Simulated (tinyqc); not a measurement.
Lattice vibrations of a chain, step by step. One step of it, computed by the program tinyqc.

Problem. Dynamical matrix at q = 0.4. q is in units of 2 pi/a. A spring k from atom i to atom j, n cells on, adds k to Phi_ii and Phi_jj, -k exp(2 pi i q n) to Phi_ij and the conjugate to Phi_ji (for one atom a cell: 2k (1 - cos 2 pi q n)); D_ij = Phi_ij / sqrt(m_i m_j).

A chain moving along its axis:
```
atom   mass (u)  spring to the next atom (eV/angstrom^2)
1     43.000000                                25.900000
2     43.500000                                10.300000
```

Give: D(q).

Solution.

D(q) (eV/(angstrom^2 u)):
```
                 1                2
1           0.8419  -0.4062+0.1400i
2  -0.4062-0.1400i           0.8322
```
